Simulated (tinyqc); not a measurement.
Series resistance and length offset from two lengths at two overdrives.

Problem. In strong inversion R W = Rsd + k(x)(L - dL), k(x) = (1 + th1 x)/(mu0 Cox x), x the overdrive, Cox = eps0 eox/tox, with Rsd and dL independent of x. Find dL, Rsd, mu0 and th1.

Inputs (values chosen for the exercise): relative permittivity of the gate insulator (close to silicon dioxide) eox = 3.9; insulator thickness tox = 7.9 nm.

Constants: eps0 = 8.8541878128e-14 F/cm where lengths are in cm. Results are converted to the units shown.

total resistance times width (ohm um):
```
                  L = 0.053 um  L = 0.34 um
overdrive 0.53 V    2159.20072   15547.0723
overdrive 0.91 V    1528.31872   10605.1633
```

Solution. At each overdrive R W is a straight line in L; the two lines cross at L = dL, R W = Rsd. Their slopes give k x = (1 + th1 x)/(mu0 Cox), a straight line in x.

dL = 0.01100 um
Rsd = 200.0 ohm um
mu0 = 120.0 cm^2/(V s)
th1 = 0.5600 1/V

Computed by the program tinyqc: `OMP_NUM_THREADS=1 python tinyqc.py 2210046 2210047 out.jsonl`, one thread of a shared Intel Xeon 2.30GHz, about 0.01 s for the whole run.
